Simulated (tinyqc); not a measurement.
# Thin-film transistor with exponential tail and deep states, accumulation layer: transfer curve

An undoped film in accumulation, thicker than the space-charge layer. With band bending psi the Fermi level lies E0 - psi below the band edge. Free electrons n = n0 exp(psi/Vt) carry the current; electrons in two exponential distributions of traps, a = a0 exp(psi/Va) and d = d0 exp(psi/Vp), do not. Linear regime, ohmic contacts, traps in equilibrium.

Va = kB Tt/q, Vp = kB Td/q; n0 = Nc exp(-E0/Vt), a0 = Nt th(T/Tt) exp(-E0/Va), d0 = Nd th(T/Td) exp(-E0/Vp), th(x) = pi x/sin(pi x). G(psi) = sum over the three kinds of c0 [V (exp(psi/V) - 1) - psi], field F = sqrt(2 q G/(eps0 eps_r)); Vg = psi + eps0 eps_r F/Ci at the surface. Total charge Q = Ci (Vg - psi_s); free charge Qf = q times the integral of n0 (exp(psi/Vt) - 1)/F over psi from 0 to psi_s; I = (W/L) mb Qf Vd; effective mobility mb Qf/Q. The last column is d ln I/d ln Vg.

Inputs (values chosen for the exercise); values close to those of an organic semiconductor: temperature T = 290 K; relative permittivity of the semiconductor eps_r = 3.2; density of extended states Nc = 8.9e19 cm^-3; band mobility mb = 3 cm^2/(V s); total density of tail states Nt = 8.5e19 cm^-3; characteristic temperature of the tail Tt = 400 K; total density of deep states Nd = 3e17 cm^-3; characteristic temperature of the deep states Td = 1390 K; bulk Fermi level below the band edge E0 = 0.54 eV; gate capacitance Ci = 12 nF/cm^2; ratio W/L WL = 5; drain voltage Vd = 0.1 V.

Constants: q = 1.602176634e-19 C, kB = 1.380649e-23 J/K, Vt = kB T/q, eps0 = 8.8541878128e-14 F/cm where lengths are in cm. Results are converted to the units shown.

Result of one run:
```
E0 - psi_s (eV)  Q (nC/cm^2)  free share (%)  effective mobility (cm^2/(V s))  I (nA)  exponent
0.1775                 73.65           2.233                          0.06698   2.466     2.118
```

Which gate voltage above flat band Vg gave this result: 6.5, 11, 28 or 46 V?

Vg = 6.5 V.

The whole series:
```
Vg (V)  E0 - psi_s (eV)  Q (nC/cm^2)  free share (%)  effective mobility (cm^2/(V s))    I (nA)  exponent
0.92             0.3712        9.014         0.05839                         0.001752  0.007894     3.530
1.5              0.3135        15.28          0.2007                         0.006022   0.04601     3.518
2.4              0.2633        25.48          0.5530                          0.01659    0.2113     2.948
4                0.2167        44.12           1.246                          0.03738    0.8247     2.422
6.5              0.1775        73.65           2.233                          0.06698     2.466     2.118
11               0.1382        127.2           3.727                           0.1118     7.110     1.924
17               0.1072        198.8           5.383                           0.1615     16.05     1.823
28              0.07278        330.4           7.871                           0.2361     39.01     1.740
46              0.03940        546.0           11.11                           0.3333     91.00     1.675
```

The current rises from 0.00789 to 91.0 nA and the free share rises from 0.0584 to 11.1 %; the exponent falls from 3.53 to 1.67. If one kind of trap held all the charge, I would go as Q^(2 Tx/T - 1): 8.59 for the deep states, 1.76 for the tail and 1 for free electrons alone. At Vg = 46 V the surface Fermi level is within 2 Vt of the band edge, where the exponential forms fail. For Vg = 11 to 46 V the th form, which assumes a Fermi level far below the edge, overcounts the filled tail at the surface by more than 15 %.

tinyqc, about 0.02 s, one thread, Intel Xeon 2.30GHz (shared host): `OMP_NUM_THREADS=1 python tinyqc.py 2610039 2610040 out.jsonl`
